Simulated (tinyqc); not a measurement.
# Undoped symmetric double-gate MOSFET, analytic potential model: effect of the insulator thickness

An undoped body of thickness ts between two equal insulators and tied gates; long channel, electrons only, n = ni exp((psi - V)/Vt) with V the quasi-Fermi potential (0 at the source, Vd at the drain), constant mobility, no quantisation. Across the body psi(x) = V - 2 Vt ln[(ts/(2 beta)) sqrt(q ni/(2 eps0 eps_r Vt)) cos(2 beta x/ts)], x from the centre. Q is the electron charge per area of the whole body.

ni = sqrt(Nc Nv) exp(-Eg/(2 Vt)), Eg in volts; r = eps_r tox/(eox ts); V0 = dphi + 2 Vt ln[(2/ts) sqrt(2 eps0 eps_r Vt/(q ni))]. beta (between 0 and pi/2) solves (Vg - V0 - V)/(2 Vt) = ln(beta) - ln(cos beta) + 2 r beta tan(beta). Q = 8 eps0 eps_r Vt beta tan(beta)/ts; I = mu (1/L)(4 eps0 eps_r/ts)(2 Vt)^2 [g(beta_s) - g(beta_d)] per width, g = beta tan(beta) - beta^2/2 + r beta^2 tan^2(beta), with beta_s at V = 0 and beta_d at V = Vd.  I(low) is taken at Vg = 0.23 V, Qs and I(high) at Vg = 0.98 V.

Inputs (values chosen for the exercise); material values close to those of silicon: temperature T = 350 K; band gap Eg = 1.1 eV; relative permittivity of the semiconductor eps_r = 11.8; conduction-band density of states at T Nc = 3.52e19 cm^-3; valence-band density of states at T Nv = 3.34e19 cm^-3; relative permittivity of the gate insulator eox = 25.7; body thickness ts = 12 nm; gate work function less that of the intrinsic body dphi = 0.03 V; channel mobility mu = 230 cm^2/(V s); gate length L = 0.2 um; drain voltage Vd = 0.1 V.

Constants: q = 1.602176634e-19 C, kB = 1.380649e-23 J/K, Vt = kB T/q, eps0 = 8.8541878128e-14 F/cm where lengths are in cm. Results are converted to the units shown.

The same in every row: V0 (V) = 0.4761.

Effect of the insulator thickness:
```
tox (nm)  I(low) (nA/um)  Qs(high) (nC/cm^2)  I(high) (uA/um)
3                  2.010                4783            477.9
4.4                2.010                3462            348.3
6.3                2.010                2550            258.1
9.1                2.010                1859            189.2
13                 2.010                1365            139.6
19                 2.010               979.3            100.6
27                 2.009               718.3            74.08
```

What does the table show?

As tox goes from 3 to 27 nm, I(low) stays near 2.01 nA/um and I(high) falls from 478 to 74.1 uA/um. On average I(low) is independent of tox and I(high) goes as tox^(-0.85). Below threshold no voltage drops over the insulator in this long-channel model, so its thickness does not matter there. In every row the surface density at the source at the higher gate voltage passes 0.3 Nc, where Boltzmann statistics fail.

Computed by the program tinyqc: `OMP_NUM_THREADS=1 python tinyqc.py 2440086 2440087 out.jsonl`, one thread of a shared Intel Xeon 2.30GHz, about 0.01 s for the whole run.
